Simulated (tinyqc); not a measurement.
Temperatures in a stack of 4 dies with leakage feedback: one step of the calculation.

One-dimensional heat flow to a sink below die 0. The power of each die is released in a plane at its top; from the plane of die j > 0 heat crosses its silicon (ts), a bond layer and the wiring of die j - 1; from die 0 it crosses t0, paste and sink. Copper shares the path through bond and wiring in parallel: k_eff = fm km + (1 - fm) k. Silicon is taken at the temperature of the plane above it. Leakage is P_l exp((T - 350 K)/Tl).

Problem. Resistances per area at 300 K. R = thickness/conductivity for each layer.

Parameters, values chosen for the exercise; conductivities of the order met in silicon, wiring layers, bonds and pastes:
```
symbol,value,unit,meaning
k0,135,W/(m K),conductivity of silicon at 300 K
ts,30,um,thickness of a thinned die
t0,500,um,thickness of the die next to the sink
tb,13,um,thickness of the wiring layers
kb,1.9,W/(m K),conductivity of the wiring layers
tg,20,um,thickness of a bond layer
kg,0.8,W/(m K),conductivity of the bond dielectric
fm,0.2,,area share of copper through bond and wiring
km,390,W/(m K),conductivity of copper
Rt,0.12,K cm^2/W,paste and lid
Rs,0.68,K cm^2/W,heat sink
```

Wanted: thick die; thinned die; k_eff of the bond; k_eff of the wiring; bond plus wiring; paste plus sink.

Solution.

thick die = 0.037037 K cm^2/W
thinned die = 0.0022222 K cm^2/W
k_eff of the bond = 78.640 W/(m K)
k_eff of the wiring = 79.520 W/(m K)
bond plus wiring = 0.0041780 K cm^2/W
paste plus sink = 0.80000 K cm^2/W

Numbers from tinyqc (`OMP_NUM_THREADS=1 python tinyqc.py 2162070 2162071 out.jsonl`; about 0.03 s on one thread of a shared Intel Xeon 2.30GHz).
